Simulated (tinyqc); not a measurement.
What each parameter does: six-band Luttinger-Kohn model with strain.

Six-band Luttinger-Kohn model in the basis |3/2,3/2>, |3/2,1/2>, |3/2,-1/2>, |3/2,-3/2>, |1/2,1/2>, |1/2,-1/2>, electron energies, zero at the top of the unstrained valence band. H = -[rows: (P+Q, -S, R, 0, -S/r2, r2 R); (-S*, P-Q, 0, R, -r2 Q, r32 S); (R*, 0, P-Q, S, r32 S*, r2 Q); (0, R*, S*, P+Q, -r2 R*, -S*/r2); (-S*/r2, -r2 Q, r32 S, -r2 R, P+Dso, 0); (r2 R*, r32 S*, r2 Q, -S/r2, 0, P+Dso)], r2 = sqrt(2), r32 = sqrt(3/2). Levels are twofold.

P = c g1 k^2 - av tr(e); Q = c g2 (kx^2 + ky^2 - 2 kz^2) - (b/2)(exx + eyy - 2 ezz); R = c sqrt3 [-g2 (kx^2 - ky^2) + 2i g3 kx ky] + (sqrt3/2) b (exx - eyy) - i d exy; S = 2 c sqrt3 g3 (kx - i ky) kz - d (exz - i eyz); c = hbar^2/2m0, e the strain tensor (not engineering shear).

s11 = (C11 + C12)/((C11 - C12)(C11 + 2 C12)), s12 = -C12/((C11 - C12)(C11 + 2 C12)), s44 = 1/C44; exx = s11 sxx + s12 (syy + szz) and cyclic, exy = s44 sxy/2; tension is positive. A uniaxial stress X along the unit vector n is s_ij = X n_i n_j.

Constants: hbar^2/2m0 = 3.80998211 eV angstrom^2.

Inputs chosen for the exercise (near those of AlAs; not measured data):
- Dso = 0.278 eV (spin-orbit splitting)
- g1 = 3.75 (Luttinger gamma1)
- g2 = 0.82 (gamma2)
- g3 = 1.42 (gamma3)
- av = 2.49 eV (valence hydrostatic potential)
- b = -2.31 eV (tetragonal shear potential)
- d = -3.37 eV (trigonal shear potential)
- C11 = 123.9 GPa
- C12 = 52.9 GPa
- C44 = 54.6 GPa
- load = uniaxial [100] (kind of stress)
- X = -2.27 GPa (stress)

Edges at k = 0 under a uniaxial [100] stress X and the curvature mass of the top pair along [110] (step 0.0002 1/angstrom).

One parameter was then changed.

Results before and after:

| case | top (eV) | second (eV) | third (eV) | mass (m0) |
|---|---|---|---|---|
| base | 0.0779 | -0.0985 | -0.3313 | 0.226 |
| changed | 0.0824 | -0.0985 | -0.2798 | 0.224 |

Which of these changes was made? (a) av = 2.988 eV; (b) d = -4.044 eV; (c) X = -2.724 GPa; (d) b = -1.848 eV; (e) C11 = 148.68 GPa; (f) C12 = 42.32 GPa; (g) Dso = 0.222 eV.

Answer: (g) Dso = 0.222 eV. Of the candidates, run in turn, only this one gives the changed row.

All candidates:

| case | top (eV) | second (eV) | third (eV) | mass (m0) |
|---|---|---|---|---|
| base | 0.0779 | -0.0985 | -0.3313 | 0.226 |
| X = -2.724 GPa | 0.0978 | -0.1182 | -0.3463 | 0.225 |
| C11 = 148.68 GPa | 0.0497 | -0.0770 | -0.3173 | 0.228 |
| Dso = 0.222 eV | 0.0824 | -0.0985 | -0.2798 | 0.224 |
| d = -4.044 eV | 0.0779 | -0.0985 | -0.3313 | 0.226 |
| av = 2.988 eV | 0.0730 | -0.1034 | -0.3362 | 0.226 |
| b = -1.848 eV | 0.0541 | -0.0837 | -0.3222 | 0.227 |
| C12 = 42.32 GPa | 0.0598 | -0.0914 | -0.3277 | 0.227 |

The Luttinger parameters multiply k^2 and cannot move the edges; av shifts all edges alike and leaves the mass.

tinyqc: `OMP_NUM_THREADS=1 python tinyqc.py 1050881 1050882 out.jsonl`; about 0.2 s, one thread, shared Intel(R) Xeon(R) Processor @ 2.30GHz.
